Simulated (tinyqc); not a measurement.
RHF in the sto-3g basis, for H6, spin multiplicity 1, step by step. One step of it, computed by the program tinyqc.

Problem. Iteration 3: DIIS coefficients. Solve [B -1; -1 0][c; lambda] = [0; -1] for the coefficients, which sum to one.

B (overlaps of the stored error matrices):
```
,1,2,3
1,1.4130368e+00,3.5650401e-01,6.9909859e-02
2,3.5650401e-01,4.2887555e-01,9.1969940e-02
3,6.9909859e-02,9.1969940e-02,2.6223130e-02
```

Give: DIIS coefficients.

Solution.

DIIS coefficients: 0.0088  -0.2496  1.2408
